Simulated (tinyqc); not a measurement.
Inside a calculation. Method: Born-Oppenheimer dynamics on the RHF/6-311g surface (energies and gradients from PySCF), for H2, spin multiplicity 1. Computed by tinyqc, a small Python program that keeps every step (integrals from PySCF). Settings: charge = 0, multiplicity = 1, basis = 6-311g, time step (fs) = 0.2, steps = 24. Command: `OMP_NUM_THREADS=1 python tinyqc.py 30497 30498 out.jsonl` (the two numbers bound the seeds that draw the settings). One thread of a shared host (Intel(R) Xeon(R) Processor @ 2.60GHz), about 0.9 s of CPU time with the checks.

## Velocity Verlet step 1

positions (bohr), order 1H, 2H:
```
[[0.0000, 0.0000, 0.0000],
 [0.0000, 0.0000, 1.4381]]
```

velocities (bohr per atomic time unit), order 1H, 2H:
```
[[0.0000475, 0.0000585, -0.0001860],
 [-0.0000475, -0.0000585, 0.0001860]]
```

gradient (hartree/bohr), order 1H, 2H:
```
[[0.000000, 0.000000, -0.020257],
 [0.000000, 0.000000, 0.020257]]
```

masses (electron masses): [1837.1526, 1837.1526]

gradient after step 1 (hartree/bohr), order 1H, 2H:
```
[[0.000011, 0.000014, -0.021023],
 [-0.000011, -0.000014, 0.021023]]
```

dt = 0.2 fs = 8.2683 atomic units; x' = x + v dt - g dt^2 / (2m); after the new gradient g', v' = v - (g + g') dt / (2m).

positions after step 1 (bohr), order 1H, 2H:
```
[[0.0004, 0.0005, -0.0012],
 [-0.0004, -0.0005, 1.4392]]
```

velocities after step 1 (bohr per atomic time unit), order 1H, 2H:
```
[[0.0000475, 0.0000585, -0.0000931],
 [-0.0000475, -0.0000585, 0.0000931]]
```

## Velocity Verlet step 2

gradient after step 2 (hartree/bohr), order 1H, 2H:
```
[[0.000023, 0.000029, -0.021272],
 [-0.000023, -0.000029, 0.021272]]
```

As before.

positions after step 2 (bohr), order 1H, 2H:
```
[[0.0008, 0.0010, -0.0015],
 [-0.0008, -0.0010, 1.4396]]
```

velocities after step 2 (bohr per atomic time unit), order 1H, 2H:
```
[[0.0000474, 0.0000584, 0.0000021],
 [-0.0000474, -0.0000584, -0.0000021]]
```

## Energy conservation

The total energy should stay constant up to terms of order dt^2; the step counts as short enough if it moves by less than 2 % of the largest kinetic energy.

Trajectory:
```
time (fs)  1H-2H (angstrom)  potential (hartree)  kinetic (hartree)  total (hartree)
0.0000               0.7610            -1.127457           0.000074        -1.127383
0.2000               0.7622            -1.127409           0.000026        -1.127383
0.4000               0.7626            -1.127393           0.000010        -1.127383
0.6000               0.7622            -1.127411           0.000028        -1.127383
0.8000               0.7609            -1.127460           0.000077        -1.127383
1.0000               0.7589            -1.127536           0.000152        -1.127384
1.2000               0.7561            -1.127631           0.000247        -1.127384
1.4000               0.7526            -1.127737           0.000351        -1.127385
1.6000               0.7485            -1.127840           0.000454        -1.127386
1.8000               0.7440            -1.127931           0.000544        -1.127387
2.0000               0.7391            -1.127998           0.000611        -1.127387
2.2000               0.7340            -1.128034           0.000646        -1.127388
2.4000               0.7288            -1.128032           0.000645        -1.127388
2.6000               0.7237            -1.127993           0.000606        -1.127387
2.8000               0.7189            -1.127919           0.000532        -1.127387
3.0000               0.7144            -1.127819           0.000433        -1.127386
3.2000               0.7105            -1.127705           0.000320        -1.127385
3.4000               0.7072            -1.127592           0.000207        -1.127384
3.6000               0.7048            -1.127494           0.000111        -1.127383
3.8000               0.7032            -1.127425           0.000043        -1.127383
4.0000               0.7025            -1.127396           0.000013        -1.127383
4.2000               0.7028            -1.127409           0.000026        -1.127383
4.4000               0.7040            -1.127463           0.000080        -1.127383
4.6000               0.7062            -1.127551           0.000167        -1.127384
4.8000               0.7091            -1.127660           0.000275        -1.127385
```

The total energy moves within 5.0e-06 hartree, under 2 % of the largest kinetic energy.
